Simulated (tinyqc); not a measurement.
## Subthreshold parameters from three currents

Inverse problem. Far below threshold and for Vds well above Vt the virtual-source current tends to I = Cinv n Vt vx0 exp((Vgs - VT0 + dl Vds + al Vt)/(n Vt)) per width, with constant n; the three currents follow this limit. Find n, dl and VT0.

Values chosen for this exercise:
- T = 350 K (temperature)
- Cinv = 3.51 uF/cm^2 (inversion capacitance)
- vx0 = 1.57e7 cm/s (velocity at the virtual source)
- al = 3.5 (threshold shift (in units of Vt) from weak to strong inversion)

Constants: q = 1.602176634e-19 C, kB = 1.380649e-23 J/K, Vt = kB T/q. Results are converted to the units shown.

I at (Vgs, Vds) = (-0.2, 0.3), (-0.14, 0.3) and (-0.2, 0.9) V (nA/um): 0.045947317  0.24798838  0.46273746

Solution. The first two currents differ in Vgs alone and give n; the first and third differ in Vds alone and give dl; the size of the first then gives VT0.

n = 1.180
dl = 0.1370 V/V
VT0 = 0.4900 V

tinyqc, about 0.01 s, one thread, Intel Xeon 2.30GHz (shared host): `OMP_NUM_THREADS=1 python tinyqc.py 2380031 2380032 out.jsonl`
